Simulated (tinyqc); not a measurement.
Transfer between valleys with doping: electrons shared among three sets of ellipsoidal valleys.

F_j(eta) = (1/Gamma(j + 1)) integral_0^infinity x^j dx/(1 + exp(x - eta)), which tends to exp(eta) for eta << 0.

Sets L, Gamma, Delta: N_i = M_i times N = 2 (m kB T/(4 pi c))^(3/2) with c = hbar^2/2m0, in 1/angstrom^3; times 1e24 for 1/cm^3, m = (ml mt^2)^(1/3); n = sum_i N_i F_1/2((EF - dE_i)/kT), energies from the edge of the first set; mu_drift = sum of share times mobility.

Constants: hbar^2/2m0 = 3.80998211 eV angstrom^2; kB = 8.617333262e-05 eV/K.

Parameters, chosen for this exercise (masses and offsets near those of Ge; mobilities are free inputs, held fixed; shifted at random, so the results belong to these values and not to a real crystal):

| symbol | value | unit | meaning |
|---|---|---|---|
| dE | (0, 0.135, 0.178) | eV | edges of L, Gamma, Delta above the first |
| M | (4, 1, 6) |  | valleys in each set |
| ml | (1.648, 0.039, 0.884) | m0 | longitudinal masses of L, Gamma, Delta |
| mt | (0.0813, 0.039, 0.2048) | m0 | transverse masses |
| mu | (4500, 17000, 1200) | cm^2/(V s) | mobility of each set |
| T | 400 | K |  |

Parabolic valleys; band tails and gap narrowing are left out.

Populations:

| n (1/cm^3) | EF (eV) | share L | share Gamma | share Delta | mu_drift |
|---|---|---|---|---|---|
| 1.0e+16 | -0.2551 | 0.9841 | 0.0004 | 0.0156 | 4453 |
| 1.0e+17 | -0.1757 | 0.9840 | 0.0004 | 0.0156 | 4453 |
| 1.0e+18 | -0.0957 | 0.9837 | 0.0004 | 0.0159 | 4452 |
| 1.0e+19 | -0.0098 | 0.9804 | 0.0004 | 0.0192 | 4442 |
| 3.0e+19 | 0.0419 | 0.9709 | 0.0006 | 0.0285 | 4414 |
| 1.0e+20 | 0.1239 | 0.9115 | 0.0018 | 0.0868 | 4236 |

Give the missing row, n (1/cm^3) = 3.0e+18.

Computed row:
```
n (1/cm^3)  EF (eV)  share L  share Gamma  share Delta  mu_drift
3.0e+18     -0.0563   0.9830       0.0004       0.0166      4450
```

The share of L goes from 0.984 to 0.911 and the mean mobility from 4453 to 4236 cm^2/(V s). L holds more than Gamma throughout. The share of Delta is at most 0.087.

tinyqc: `OMP_NUM_THREADS=1 python tinyqc.py 1681424 1681425 out.jsonl`; about 0.01 s, one thread, shared Intel(R) Xeon(R) Processor @ 2.30GHz.
